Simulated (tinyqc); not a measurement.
Specific resistance of a metal-semiconductor contact and its transmission-line measurement: one step, computed by the program tinyqc. Command: `OMP_NUM_THREADS=1 python tinyqc.py 3007349 3007350 out.jsonl contact walk`. One thread of a shared host (Intel(R) Xeon(R) Processor @ 2.30GHz), about 0.01 s of CPU time with the checks.

The barrier is parabolic (depletion approximation), energies E are normal energies counted from the band edge in the neutral semiconductor (downwards for holes), and the bias is zero. xi is an input, held fixed when other inputs move.

Question. Transmission and supply. WKB transmission for E < E_b, with a = E/E_b: D = exp{-(E_b/E_00) [sqrt(1 - a) - a ln((1 + sqrt(1 - a))/sqrt(a))]}; D = 1 above. f = 1/(1 + exp((E - xi)/k_B T)).

Inputs (values chosen for the exercise, modelled on n-type silicon): Fermi level above the band edge in the bulk, xi = 0.065 eV; temperature T = 500 K.

Image-force lowering: left out.

barrier used, above the bulk band edge = 0.545 eV

E_00 = 111.1540 meV

Constants: k_B = 8.617333262e-05 eV/K.

Give: E, D, f and D f at E/E_b = 0.05, 0.15, 0.3, 0.45, 0.6, 0.75, 0.9, 0.98.

Answer.

E, D, f and D f at E/E_b = 0.05, 0.15, 0.3, 0.45, 0.6, 0.75, 0.9, 0.98:
```
E/E_b   E (eV)       D          f        D f
0.05   0.02725  0.0143  7.060e-01  1.012e-02
0.15   0.08175  0.0354  4.040e-01  1.428e-02
0.30   0.16350  0.0980  9.228e-02  9.046e-03
0.45   0.24525  0.2163  1.502e-02  3.248e-03
0.60   0.32700  0.4034  2.281e-03  9.202e-04
0.75   0.40875  0.6495  3.428e-04  2.226e-04
0.90   0.49050  0.8998  5.142e-05  4.627e-05
0.98   0.53410  0.9908  1.869e-05  1.852e-05
```
